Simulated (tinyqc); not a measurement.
# Depletion depth for a wanted scale length

Problem. A single-gate structure has eps_r tan(pi ti/Lambda) + ei tan(pi ts/Lambda) = 0 for its lowest mode, with both thicknesses below Lambda. Find ts.

Parameters, values chosen for the exercise; permittivities: semiconductor made up, insulator close to that of silicon dioxide:
```
symbol  value  unit                                     meaning
eps_r    14.6        relative permittivity of the semiconductor
ei       3.81            relative permittivity of the insulator
ti          2    nm                         insulator thickness
```

Lambda = 29.498121 nm

Solution. The condition is explicit in ts: an arctangent, taken between 0 and pi.

ts = 23.0 nm

tinyqc, about 0.01 s, one thread, Intel Xeon 2.30GHz (shared host): `OMP_NUM_THREADS=1 python tinyqc.py 2420102 2420103 out.jsonl`
